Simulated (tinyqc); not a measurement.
Smearing for a one-band metal on the fcc lattice: sweeps and comparisons. A value that a table varies takes the place of the one given here.

Lattice vectors (units of a): a1 = (0, 1/2, 1/2), a2 = (1/2, 0, 1/2), a3 = (1/2, 1/2, 0). E(k) = -t A_1(k) - t2 A_2(k), A_m the sum of cos(k . R) over the 12 nearest and 6 second lattice vectors. Mesh k = sum (j_i/N) b_i, j_i = 0 .. N-1.

With x = (E_k - mu)/sigma: Fermi-Dirac f = 1/(1 + exp(x)), s = -f ln f - (1 - f) ln(1 - f); Gaussian f = erfc(x)/2, s = exp(-x^2)/(2 sqrt(pi)); Methfessel-Paxton (first order) f = erfc(x)/2 - x exp(-x^2)/(2 sqrt(pi)), s = (1 - 2 x^2) exp(-x^2)/(4 sqrt(pi)); cold (Marzari-Vanderbilt) with y = x + 1/sqrt(2), f = erfc(y)/2 + exp(-y^2)/sqrt(2 pi), s = y exp(-y^2)/sqrt(2 pi). With weights w = points/N^d (d the dimension), mu solves 2 sum w f = ne; E = 2 sum w f E_k, S = 2 sum w s, F = E - sigma S.

With x = (E_k - mu)/sigma: Gaussian f = erfc(x)/2, s = exp(-x^2)/(2 sqrt(pi)); Methfessel-Paxton (first order) f = erfc(x)/2 - x exp(-x^2)/(2 sqrt(pi)), s = (1 - 2 x^2) exp(-x^2)/(4 sqrt(pi)). With weights w = points/N^d (d the dimension), mu solves 2 sum w f = ne; E = 2 sum w f E_k, S = 2 sum w s, F = E - sigma S.

With x = (E_k - mu)/sigma: Methfessel-Paxton (first order) f = erfc(x)/2 - x exp(-x^2)/(2 sqrt(pi)), s = (1 - 2 x^2) exp(-x^2)/(4 sqrt(pi)). With weights w = points/N^d (d the dimension), mu solves 2 sum w f = ne; E = 2 sum w f E_k, S = 2 sum w s, F = E - sigma S.

Parameters, chosen for this exercise:

| symbol | value | unit | meaning |
|---|---|---|---|
| t | 1.37 | eV | nearest hopping |
| t2 | -0.25 | eV | second hopping |
| ne | 0.88 |  | electrons per cell |
| N | 4 |  | unshifted mesh |
| sigma | 0.685 | eV | width |

## Error of each scheme against the width

All on the dense mesh N = 40. The reference is F of first-order Methfessel-Paxton smearing with sigma = 0.05 t on the mesh N = 40; it moves by 0.43 meV on the mesh N = 50; in three dimensions such meshes can agree by chance and the reference may be off by about 1 meV, so smaller errors are not resolved.

Errors (meV per cell):

| sigma (eV) | FD F | FD (E+F)/2 | Gauss F | Gauss (E+F)/2 | MP F | cold F |
|---|---|---|---|---|---|---|
| 0.137 | -4.51 | 0.22 | -0.60 | 0.04 | 0.04 | 0.07 |
| 0.205 | -10.48 | 0.32 | -1.43 | 0.11 | 0.11 | 0.11 |
| 0.274 | -18.89 | 0.35 | -2.64 | 0.17 | 0.17 | 0.15 |
| 0.411 | -42.90 | 0.20 | -6.23 | 0.30 | 0.30 | 0.27 |
| 0.548 | -76.26 | -0.41 | -11.34 | 0.37 | 0.37 | 0.31 |
| 0.822 | -169.72 | -3.82 | -25.98 | 0.38 | 0.39 | 0.12 |
| 1.096 | -296.46 | -11.76 | -46.46 | 0.30 | 0.30 | -0.73 |

reference = -3.85327 eV

What does this show?

Doubling sigma from 0.274 to 0.548 eV multiplies the error of F by 4.0 (Fermi-Dirac) and 4.3 (Gaussian); a pure sigma^2 term would give 4. At the smallest width Fermi-Dirac errs 7.5 times as much as Gaussian, against 2 pi^2/3 = 6.6 for the ratio of the sigma^2 terms at equal sigma. At the largest width the sizes of the errors rank Gauss (E+F)/2 0.3, MP F 0.3, cold F 0.7, FD (E+F)/2 11.8, Gauss F 46.5, FD F 296.5 meV; below about 1 meV this order, and the ratios at the smallest width, carry the noise of the mesh.

## Mesh against width

Gaussian smearing, (E + F)/2. The reference is F of first-order Methfessel-Paxton smearing with sigma = 0.05 t on the mesh N = 40; it moves by 0.43 meV on the mesh N = 50; in three dimensions such meshes can agree by chance and the reference may be off by about 1 meV, so smaller errors are not resolved.

Errors (meV per cell):

| N | sigma = 0.05 t | sigma = 0.15 t | sigma = 0.4 t |
|---|---|---|---|
| 4 | 64.22 | 58.62 | 44.64 |
| 6 | 77.47 | 73.68 | 63.81 |
| 8 | 45.38 | 43.99 | 44.78 |
| 12 | -3.59 | -4.33 | -3.50 |
| 16 | 4.74 | 4.07 | 2.62 |
| 24 | 0.33 | 0.01 | -0.15 |

reference = -3.85327 eV

What does this show, and why?

First N from which the value stays within 2 meV of its last entry (which need not be the best one): none before the last for sigma = 0.05 t, none before the last for sigma = 0.15 t, none before the last for sigma = 0.4 t. At the last mesh the errors are +0.33, +0.01 and -0.15 meV. The 2 meV bar does not tell the widths apart. The smallest error belongs to 0.05 t on 0, 0.15 t on 2, 0.4 t on 4 of the 6 meshes.

## What moves the results of Methfessel-Paxton (first order) smearing

All sums formed anew. Each row changes one parameter from the base and keeps the others.

Results:

| case | mu (eV) | E (eV) | S | F (eV) |
|---|---|---|---|---|
| base | -0.2786 | -3.7881 | 0.0338 | -3.8113 |
| N = 8 | -0.0652 | -3.8038 | 0.0070 | -3.8086 |
| sigma = 1.37 eV | -0.0390 | -3.8078 | 0.0168 | -3.8309 |
| ne = 0.98 | 2.2051 | -3.7998 | -0.0126 | -3.7912 |
| t2 = -0.113 eV | -0.0071 | -3.6834 | 0.0318 | -3.7052 |
| t = 1.507 eV | -0.2786 | -4.1478 | 0.0338 | -4.1709 |

What can be read from the table?

The largest shifts from the base row, up to three for each result and ties (the steps differ in size, so this ranks the rows, not the parameters). mu (eV): ne +2.4837, t2 +0.2715, sigma +0.2396; unchanged at the printed digits by t. E (eV): t -0.3596, t2 +0.1047, sigma -0.0197. S: ne -0.0464, N -0.0268, sigma -0.0169; unchanged at the printed digits by t. F (eV): t -0.3596, t2 +0.1061, ne +0.0201.

Program tinyqc; command `OMP_NUM_THREADS=1 python tinyqc.py 1682286 1682287 out.jsonl`; about 0.2 s on one thread of a shared Intel(R) Xeon(R) Processor @ 2.30GHz.
